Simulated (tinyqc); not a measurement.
Valley-orbit splitting of a donor ground state, with strain. From hyperfine ratio A/A_0 back to shear deformation potential Xi_u. Computed by tinyqc, a small Python program. Command: `OMP_NUM_THREADS=1 python tinyqc.py 3031869 3031870 out.jsonl valleyorbit inv`. One thread of a shared host (Intel(R) Xeon(R) Processor @ 2.30GHz), about 0.02 s of CPU time with the checks.

The basis is the 1s envelope in each valley; energies are counted from the unstrained conduction-band edge. The strain is e_s (a a^T - 1/3) for the unit stress axis a, so valley j along n_j moves by Xi_u e_s w_j with w_j = (n_j.a)^2 - 1/3: +2/3 for [111], -2/9 for the others.

Inputs (values chosen for the exercise, for a model many-valley semiconductor):

| quantity | value | unit |
|---|---|---|
| single-valley binding energy E_0 | 8.07 | meV |
| central-cell shift Lambda | 0.62 | meV |
| coupling Delta_1 | 0.1 | meV |
| shear strain e_s | 0.0005 | - |

Valleys: four along <111>. Stress axis: [111].

Method. H_jj = -(E_0 + Lambda) + Xi_u e_s w_j; H_jk = -Delta_1 between any two valleys. Diagonalise H; the ground vector has positive components. The density at the nucleus, and so the contact hyperfine coupling, scales as (sum_j c_j)^2/(number of valleys), which is 1 without strain; the envelopes are held fixed.

Task: A run gave the result below. Find the shear deformation potential Xi_u, known to lie between 8.5 and 21 eV.

hyperfine ratio A/A_0 = 0.7695471

Result:

Each step takes the trial c = (a f_b - b f_a)/(f_b - f_a), f being the result less the target and a, b, c the logarithms of the listed values; c replaces end b, the old b replaces a if the sign of f changed, and otherwise f_a is halved.

Scan of the range:

| shear deformation potential Xi_u (eV) | hyperfine ratio A/A_0 |
|---|---|
| 8.50 | 0.786625 |
| 9.88 | 0.781871 |
| 11.50 | 0.777653 |
| 13.40 | 0.773935 |
| 15.50 | 0.770837 |
| 18.10 | 0.767958 |
| 21.00 | 0.765559 |

False position (Illinois rule, in the logarithm of the input) inside the bracket:

| step | end a | end b | trial | hyperfine ratio A/A_0 |
|---|---|---|---|---|
| 1 | 15.5000 | 18.1000 | 16.6149 | 0.769496 |
| 2 | 15.5000 | 16.6149 | 16.5311 | 0.769591 |
| 3 | 16.6149 | 16.5311 | 16.5701 | 0.769547 |
| 4 | 16.5311 | 16.5701 | 16.5700 | 0.769547 |

Hyperfine ratio A/A_0 falls at every point of a 13-point scan of the range (every second point is shown), so one value fits; it is bracketed by 15.5 and 18.1. Answer: shear deformation potential Xi_u = 16.57 eV.
